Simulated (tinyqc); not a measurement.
CMOS inverter, nodal equation and switching: course of the iteration: output voltage by Newton steps.

An n-channel pull-down (bn, VTn) and a p-channel pull-up (bp, VTp) share the input Vin and the output node Vout, which carries the load C. Transistor (EKV form, voltages against the body): I = 2 n b Vt^2 [F(vp - Vs) - F(vp - Vd)] from drain to source, F(v) = ln^2(1 + exp(v/(2 Vt))), vp = (Vg - VT + sg |Vd - Vs|)/n. n-channel bodies are at 0; for the p-channel device all voltages are counted down from Vdd. b in uA/V^2 gives I in uA. Static: In = Ip. Transient: C dVout/dt = Ip - In. No velocity saturation, no gate capacitance beyond C.

f = In - Ip at (Vin, Vout); G = df/dVout by a central difference with +/- 1e-6 V; Vout(new) = Vout - f/G.

Stop when Vout changes by less than 1e-9 V, or after 30 iterations.

Parameters, values chosen for the exercise: temperature T = 400 K; supply voltage Vdd = 0.9 V; slope factor n = 1.35; drain-induced barrier lowering sg = 0.03; n-channel threshold VTn = 0.34 V; p-channel threshold (magnitude) VTp = 0.28 V; gain factor of the pull-down transistor bn = 240 uA/V^2; gain factor of the pull-up transistor bp = 190 uA/V^2; input voltage Vin = 0.59 V.

Constants: q = 1.602176634e-19 C, kB = 1.380649e-23 J/K, Vt = kB T/q. Results are converted to the units shown.

Vout at the start = 0.45 V

Course of the iteration:
```
iteration     Vout (V)  |change| (V)
1             -3.22387          3.67
2             -1.52719          1.70
3            -0.683134         0.844
4            -0.269559         0.414
5           -0.0782726         0.191
6          -0.00484910        0.0734
7            0.0111237        0.0160
8            0.0119179       7.94e-4
9            0.0119198       1.87e-6
10           0.0119198      1.04e-11
```

Did this iteration meet its convergence test, and what does its course show?

Yes. Converged in 10 iterations. At the end the number of correct digits about doubles with each step. On the way 5 iterate(s) lie more than 5 mV outside the rails, the first at -3.22 V, before the steps return.

Computed by the program tinyqc: `OMP_NUM_THREADS=1 python tinyqc.py 2340087 2340088 out.jsonl`, one thread of a shared Intel Xeon 2.30GHz, about 0.03 s for the whole run.
